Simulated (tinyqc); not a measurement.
Strain, valley repopulation and piezoresistance in a many-valley conduction band: one step, computed by the program tinyqc.

Valleys are ellipsoids with mass m_l along the axis a and m_t across it, parabolic, with one constant relaxation time; strain shifts the valleys and leaves the masses alone. Currents are taken along [100], along the load, and along [010], across the load.

Task: Valley shifts. Herring-Vogt shift of a valley with unit axis a: dE = Xi_d tr(e) + Xi_u a.e.a.

Inputs (values chosen for the exercise, for a model crystal): shear deformation potential Xi_u = 10 eV; dilation deformation potential Xi_d = 1.3 eV.

Valley axes: <100> (6 valleys in 3 pairs). Load: uniaxial [100].

strain tensor (%):
```
           x           y           z
x  0.3428967   0.0000000   0.0000000
y  0.0000000  -0.0906294   0.0000000
z  0.0000000   0.0000000  -0.0906294
```

Constants: k_B = 8.617333262e-05 eV/K.

Give: shifts dE; splitting (highest minus lowest).

Result:

shifts dE (meV): x 36.39, y -6.96, z -6.96

splitting (highest minus lowest) = 43.35 meV
